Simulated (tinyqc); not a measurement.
Two-valley model of the transferred-electron effect: one step, computed by the program tinyqc. Command: `OMP_NUM_THREADS=1 python tinyqc.py 3025691 3025692 out.jsonl gunn walk`. One thread of a shared host (Intel(R) Xeon(R) Processor @ 2.30GHz), about 0.01 s of CPU time with the checks.

Both kinds of valley share one electron temperature T_e, and each has a constant mobility.

Task: First two iterations. Density-of-states ratio R = Z (m2/m1)^(3/2); n2/n1 = R exp(-dE/(k_B T_e)); mean mobility mu = (mu1 + mu2 n2/n1)/(1 + n2/n1); energy balance e mu F^2 = (3/2) k_B (T_e - T)/tau_E; v = mu F. Fixed point from T_e = T: T_out = T + (2/3) e mu(T_e) F^2 tau_E/k_B, T_new = T_e + mixing (T_out - T_e); stop when |T_out - T_e| is below 1e-6 K.

Inputs (values chosen for the exercise, modelled on GaSb):
```
quantity                       value        unit
central-valley mass m1         0.041         m_0
satellite-valley mass m2        0.21         m_0
satellite valleys Z                4           -
valley separation dE           0.083          eV
central-valley mobility mu1     5200  cm^2/(V s)
satellite-valley mobility mu2    510  cm^2/(V s)
energy relaxation time tau_E    0.84          ps
lattice temperature T            300           K
electric field F                 1.1       kV/cm
mixing                           0.1           -
```

Solver: damped fixed point.

Constants: k_B = 8.617333262e-05 eV/K.

Give: T_out of iteration 1; T_e after iteration 1; mu at that T_e; T_e after iteration 2.

Result:

T_out of iteration 1 = 316.86 K

T_e after iteration 1 = 301.69 K

mu at that T_e = 2125.0 cm^2/(V s)

T_e after iteration 2 = 303.19 K
